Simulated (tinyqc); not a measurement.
## Electron mobility in a silicon inversion layer, empirical terms and Matthiessen rule: effect of the charge at the interface

Inversion layer of sheet density Ns on a uniformly doped body, under a high-permittivity gate with an interlayer. The mobility terms are empirical power laws with prefactors chosen for the exercise; adding their inverses (Matthiessen) is itself an approximation.

ni = sqrt(Nc Nv) exp(-Eg/(2 Vt)), Eg in volts; Ndep = sqrt(2 eps0 eps_r Nb (2 Vt ln(Nb/ni) + Vsb)/q); E = q (Ndep + eta Ns)/(eps0 eps_r), in MV/cm. With t = T/(300 K): muC = Ac (Ns/1e12 cm^-2) t/(Nb/1e17 cm^-3 + Nit/1e11 cm^-2), muP = Ap E^(-1/3) t^(-1.75), muS = As E^(-gs), muR = Ar exp(2 ti/lr)/t; 1/mu is the sum of the inverses.

Values chosen for this exercise; material values close to those of silicon: temperature T = 300 K; band gap Eg = 1.13 eV; relative permittivity of the semiconductor eps_r = 11.9; conduction-band density of states at T Nc = 2.79e19 cm^-3; valence-band density of states at T Nv = 2.63e19 cm^-3; body doping Nb = 3.7e17 cm^-3; reverse body bias Vsb = 0 V; weight of the inversion charge in the effective field eta = 0.5; phonon-limited mobility at 1 MV/cm and 300 K Ap = 455 cm^2/(V s); roughness-limited mobility at 1 MV/cm As = 979 cm^2/(V s); exponent of the roughness term gs = 2; Coulomb prefactor Ac = 2400 cm^2/(V s); remote-phonon mobility without interlayer Ar = 240 cm^2/(V s); interlayer thickness ti = 0.4 nm; decay length of remote phonons lr = 0.6 nm; inversion density Ns = 5.8e11 cm^-2.

Constants: q = 1.602176634e-19 C, kB = 1.380649e-23 J/K, Vt = kB T/q, eps0 = 8.8541878128e-14 F/cm where lengths are in cm. Results are converted to the units shown.

The same in every row: E (MV/cm) = 0.36374; muP (cm^2/(V s)) = 637.40; muS (cm^2/(V s)) = 7399.3; muR (cm^2/(V s)) = 910.48.

Result of one run:
```
muC (cm^2/(V s)),mu (cm^2/(V s))
101.61,79.087
```

Which charge at the interface Nit gave this result: 3.2e10, 3.2e11, 1e12 or 1e13 cm^-2?

Nit = 1e12 cm^-2.

The whole series:
```
Nit (cm^-2),muC (cm^2/(V s)),mu (cm^2/(V s))
1e10,366.32,180.76
3.2e10,346.27,175.74
1e11,296.17,161.84
3.2e11,201.74,128.88
1e12,101.61,79.087
3.2e12,38.992,35.151
1e13,13.423,12.937
```

As Nit goes from 1e10 to 1e13 cm^-2, E stays at 0.364 MV/cm and mu falls from 181 to 12.9 cm^2/(V s). The Coulomb term is the smallest in the first and the last row.

Numbers from tinyqc (`OMP_NUM_THREADS=1 python tinyqc.py 2510128 2510129 out.jsonl`; about 0.01 s on one thread of a shared Intel Xeon 2.30GHz).
